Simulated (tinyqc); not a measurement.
Classical nucleation, growth and JMAK kinetics of crystallisation from a melt or glass: one step, computed by the program tinyqc. Command: `OMP_NUM_THREADS=1 python tinyqc.py 3021832 3021833 out.jsonl nucl walk`. One thread of a shared host (Intel(R) Xeon(R) Processor @ 2.30GHz), about 0.01 s of CPU time with the checks.

A spherical nucleus cap on a flat wall with a sharp interface of isotropic energy gamma; lambda = Omega^(1/3) is the jump distance.

Question. Steady nucleation rate. Driving force per volume: dG = H [(T_m - T)/T_m] [2 T/(T_m + T)]. Shape factor f = (2 + cos theta)(1 - cos theta)^2/4. W(r) = f [4 pi r^2 gamma - (4/3) pi r^3 dG]; r* = 2 gamma/dG; W* = f 16 pi gamma^3/(3 dG^2); n* = f (4/3) pi r*^3/Omega. D = D0 exp(-Q/(k_B T)); attachment rate k+ = (A*/lambda^2) D/lambda^2 with A* = 2 pi r*^2 (1 - cos theta); Zeldovich factor Z = sqrt(W*/(3 pi k_B T))/n*; sites per volume N = S_v/lambda^2; I = N Z k+ exp(-W*/(k_B T)); lag time = 1/(4 pi Z^2 k+).

Inputs (values chosen for the exercise, for a model substance): melting point T_m = 870 K; heat of melting per volume H = 734 J/cm^3; interface energy gamma = 0.057 J/m^2; atomic volume Omega = 16.8 angstrom^3; temperature T = 627 K; diffusion prefactor D0 = 7.1e-07 m^2/s; activation energy Q = 1.06 eV; contact angle theta = 40 degrees; wall area per volume S_v = 1.9e+07 1/m.

Nucleation: on a flat wall. Driving force: Thompson-Spaepen.

Constants: k_B = 8.617333262e-05 eV/K; k_B = 1.380649e-23 J/K.

Give: diffusivity D; attachment rate k+; Zeldovich factor Z; sites N; nucleation rate I; lag time.

Answer.

diffusivity D = 2.143e-15 m^2/s

attachment rate k+ = 3.226e+05 1/s

Zeldovich factor Z = 0.08003

sites N = 2.897e+26 1/m^3

nucleation rate I = 4.722e+30 1/(m^3 s)

lag time = 3.851e-05 s
